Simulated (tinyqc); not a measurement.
Admittance spectroscopy of a deep trap: admittance against frequency.

Schottky contact on an n-type layer with shallow donors Nd (all ionised) and a donor-like deep trap, neutral when filled and positive when empty; depletion approximation. Traps within lam of the depletion edge stay filled. The traps at xt = W - lam, where the level crosses the Fermi level, follow a slow signal and not a fast one. w = 2 pi f.

Emission rate en = sn vth(T) Nc(T) exp(-Et/kB T) = sn g T^2 exp(-Et/kB T), g = vth Nc/(300 K)^2, as vth goes as T^0.5 and Nc as T^1.5 (degeneracy factor 1). lam = sqrt(2 eps0 eps_r (EF - ET)/(q Nd)), EF - ET = Et - (kB T/q) ln(Nc(T)/Nd), Nc(T) = Nc (T/300 K)^1.5. In the steady state at the band bending V, 2 eps0 eps_r V/q = Nd W^2 + Nt (W - lam)^2 (the second term only if W > lam). V = Vbi + Vr. C_HF = eps0 eps_r/W, C_LF = eps0 eps_r (Nd + Nt)/(Nd W + Nt xt). Inflection frequency w0 = 2 en [1 + Nt xt/(Nd W)]; C = C_HF + (C_LF - C_HF)/(1 + (w/w0)^2), G/w = (C_LF - C_HF)(w/w0)/(1 + (w/w0)^2).

Parameters, values chosen for the exercise; material values close to those of silicon:
- eps_r = 11.7 (relative permittivity)
- Nc = 2.75e19 cm^-3 (conduction-band density of states at 300 K)
- vth = 2.3e7 cm/s (thermal velocity at 300 K)
- Nd = 2.9e16 cm^-3 (shallow donor density)
- Vbi = 0.8 V (built-in voltage)
- Et = 0.49 eV (depth of the trap below the conduction edge)
- sn = 3.4e-15 cm^2 (capture cross-section)
- Nt = 2.9e16 cm^-3 (trap density)
- Vr = 1.3 V (reverse bias)
- T = 332 K (temperature)

Constants: q = 1.602176634e-19 C, kB = 1.380649e-23 J/K, eps0 = 8.8541878128e-14 F/cm where lengths are in cm. Results are converted to the units shown.

Admittance against frequency:
```
f (Hz),C (nF/cm^2),G/w (nF/cm^2)
2200,49.59,0.4849
4600,49.52,1.007
9600,49.21,2.039
20000,48.05,3.765
42000,45.02,5.259
89000,41.40,4.437
1.9e5,39.64,2.523
3.9e5,39.16,1.288
8.3e5,39.04,0.6124
1.7e6,39.01,0.2997
```

Read the table: what changes, and by how much?

C falls from 49.6 to 39.0 nF/cm^2, between C_LF = 49.6 and C_HF = 39.0, and G/w goes from 0.485 through a maximum of 5.26 (at f = 42000 Hz among the rows listed) to 0.300 nF/cm^2. The exact peak is half of the step, 5.31 nF/cm^2, at 48100 Hz.

tinyqc, about 0.01 s, one thread, Intel Xeon 2.30GHz (shared host): `OMP_NUM_THREADS=1 python tinyqc.py 2050115 2050116 out.jsonl`
